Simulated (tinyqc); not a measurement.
Worked calculation: Hueckel theory of the pi electrons, for the molecule Clc1ccccc1 (SMILES; centres numbered as the heavy atoms are written). Computed by tinyqc, a small Python program that keeps every step. Settings: charge = 0. Command: `OMP_NUM_THREADS=1 python tinyqc.py 26003 26004 out.jsonl` (the two numbers bound the seeds that draw the settings). One thread of a shared host (Intel(R) Xeon(R) Processor @ 2.60GHz), about 0.01 s of CPU time with the checks.

## The Hueckel matrix

Centres:
```
centre  z_r, pi electrons of the neutral centre         h
1Cl                                           2  2.000000
2C                                            1  0.000000
3C                                            1  0.000000
4C                                            1  0.000000
5C                                            1  0.000000
6C                                            1  0.000000
7C                                            1  0.000000
```

Bonds:
```
i  j         k
1  2  0.400000
2  3         1
3  4         1
4  5         1
5  6         1
6  7         1
7  2         1
```

H_rr = alpha + h_r beta, H_rs = k_rs beta for bonded centres.

Hueckel matrix in units of beta (H = alpha + beta A), order 1Cl, 2C, 3C, 4C, 5C, 6C, 7C:
$$\begin{pmatrix}
2.000000 & 0.400000 & 0.000000 & 0.000000 & 0.000000 & 0.000000 & 0.000000 \\
0.400000 & 0.000000 & 1.000000 & 0.000000 & 0.000000 & 0.000000 & 1.000000 \\
0.000000 & 1.000000 & 0.000000 & 1.000000 & 0.000000 & 0.000000 & 0.000000 \\
0.000000 & 0.000000 & 1.000000 & 0.000000 & 1.000000 & 0.000000 & 0.000000 \\
0.000000 & 0.000000 & 0.000000 & 1.000000 & 0.000000 & 1.000000 & 0.000000 \\
0.000000 & 0.000000 & 0.000000 & 0.000000 & 1.000000 & 0.000000 & 1.000000 \\
0.000000 & 1.000000 & 0.000000 & 0.000000 & 0.000000 & 1.000000 & 0.000000
\end{pmatrix}$$

## Orbitals

pi electrons, sum of z_r less the charge = 8

Diagonalise; E = alpha + x beta with beta < 0, so the largest x are filled first; degenerate levels share their electrons. P = sum n_i c_ri c_si; each orbital has its largest coefficient positive (the first on a tie).

x values: [2.200464, 1.874298, 1.000000, 0.949745, -1.000000, -1.017721, -2.006786]

occupations: [2.000000, 2.000000, 2.000000, 2.000000, 0.000000, 0.000000, 0.000000]

coefficients, order 1Cl, 2C, 3C, 4C, 5C, 6C, 7C:
$$\begin{pmatrix}
0.765322 & 0.601313 & 0.000000 & 0.212435 & 0.000000 & -0.076500 & -0.041520 \\
0.383550 & -0.188966 & 0.000000 & -0.557778 & 0.000000 & 0.577138 & 0.415906 \\
0.268929 & -0.297352 & 0.500000 & -0.307361 & 0.500000 & -0.278383 & -0.409013 \\
0.208220 & -0.368360 & 0.500000 & 0.265864 & -0.500000 & -0.293822 & 0.404896 \\
0.189251 & -0.393065 & 0.000000 & 0.559863 & 0.000000 & 0.577411 & -0.403527 \\
0.208220 & -0.368360 & -0.500000 & 0.265864 & 0.500000 & -0.293822 & 0.404896 \\
0.268929 & -0.297352 & -0.500000 & -0.307361 & -0.500000 & -0.278383 & -0.409013
\end{pmatrix}$$

charge and bond-order matrix P, order 1Cl, 2C, 3C, 4C, 5C, 6C, 7C:
$$\begin{pmatrix}
1.984848 & 0.122839 & -0.076557 & -0.011332 & 0.054835 & -0.011332 & -0.076557 \\
0.122839 & 0.987869 & 0.661552 & 0.002354 & -0.330833 & 0.002354 & 0.661552 \\
-0.076557 & 0.661552 & 1.010423 & 0.667626 & -0.008613 & -0.332374 & 0.010423 \\
-0.011332 & 0.002354 & 0.667626 & 0.999456 & 0.666085 & -0.000544 & -0.332374 \\
0.054835 & -0.330833 & -0.008613 & 0.666085 & 1.007525 & 0.666085 & -0.008613 \\
-0.011332 & 0.002354 & -0.332374 & -0.000544 & 0.666085 & 0.999456 & 0.667626 \\
-0.076557 & 0.661552 & 0.010423 & -0.332374 & -0.008613 & 0.667626 & 1.010423
\end{pmatrix}$$

## Energy, charges, bond orders

E = sum n x; q_r = z_r - P_rr; bond order p = P_rs; free valence = sqrt(3) - sum of p over the bonds of the atom.

pi energy = 8 alpha + this times beta = 12.049015

pi charges: 1Cl 0.015152, 2C 0.012131, 3C -0.010423, 4C 0.000544, 5C -0.007525, 6C 0.000544, 7C -0.010423

Bond orders and lengths from R = 1.517 - 0.180 p (angstrom, C-C alone):
```
bond         p         R
1-2   0.122839         -
2-3   0.661552  1.397921
3-4   0.667626  1.396827
4-5   0.666085  1.397105
5-6   0.666085  1.397105
6-7   0.667626  1.396827
7-2   0.661552  1.397921
```

free valence of the carbons: 2C 0.286108, 3C 0.402873, 4C 0.398341, 5C 0.399882, 6C 0.398341, 7C 0.402873

gap between the highest filled and the next level = 1.949745 |beta|
